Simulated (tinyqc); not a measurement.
Where the concentration falls to given levels: concentration-dependent dopant diffusion with charged defects and the built-in field. Computed by tinyqc, a small Python program. Command: `OMP_NUM_THREADS=1 python tinyqc.py 3022808 3022809 out.jsonl extrinsic walk`. One thread of a shared host (Intel(R) Xeon(R) Processor @ 2.30GHz), about 0.1 s of CPU time with the checks.

A constant source C_s feeds a half space. The dopant moves through neutral point defects and through charged ones, whose number grows with the majority carrier density n.

Inputs (values chosen for the exercise, modelled on antimony in silicon): neutral prefactor D0x = 0.242 cm^2/s; neutral activation energy E0 = 3.65 eV; singly charged prefactor D01 = 16.8 cm^2/s; activation energy E1 = 4.09 eV; surface concentration C_s = 9.9e+18 1/cm^3; temperature T = 950 C; time t = 110 s.

Field enhancement: on.

Constants: k_B = 8.617333262e-05 eV/K.

Method:
- n_i = 3.87e16 T^1.5 exp(-7014/T) per cm^3 (T in kelvin, an empirical form); each D = prefactor x exp(-E/(k_B T)); the intrinsic diffusivity D_i is their sum.
- Temperatures in kelvin are T(C) + 273.15.
- n = C/2 + sqrt(C^2/4 + n_i^2); D(C) = h [Dx + D1 (n/n_i)], h = 1 + C/sqrt(C^2 + 4 n_i^2).
- With y = x/sqrt(D_s t), u = C/C_s and q = -(D/D_s) du/dy: du/dy = -q D_s/D, dq/dy = -(y/2) q D_s/D, u(0) = 1. The surface flux q(0) is shot so that u tends to 0 (LSODA, an adaptive multistep solver, relative tolerance 1e-10). Dose Q = 2 q(0) C_s sqrt(D_s t).
- For comparison, erfc profiles with a constant D: x = 2 sqrt(D t) erfc^-1(C/C_s), with D = D_i and D = D_s.

partial diffusivities (cm^2/s): Dx 2.21117e-16, D1 2.36141e-16

n_i = 5.35209e+18 1/cm^3

surface diffusivity D_s = 1.27800e-15 cm^2/s

intrinsic diffusivity D_i = 4.57257e-16 cm^2/s

Depth (nm):
```
C/C_s       D/D_s    full  erfc with D_i  erfc with D_s
8.00e-01  0.86052   1.449          0.804          1.343
5.00e-01  0.65597   3.450          2.139          3.576
2.00e-01  0.46697   5.680          4.065          6.795
1.00e-01  0.41027   6.803          5.217          8.722
3.00e-02  0.37306   8.319          6.883         11.507
1.00e-02  0.36283   9.470          8.170         13.658
1.00e-03  0.35829  11.525         10.437         17.448
1.00e-04  0.35784  13.289         12.340         20.630
```

What does the comparison show, and why?

The depth between C/C_s = 0.1 and 1e-4 spans 6.49 nm in the full profile, against 7.12 nm for D_i and 11.9 nm for D_s; the ratio of the depths at 1e-4 and at 0.5 is 3.85, against 5.77 for any erfc. The profile is moderately steepened.
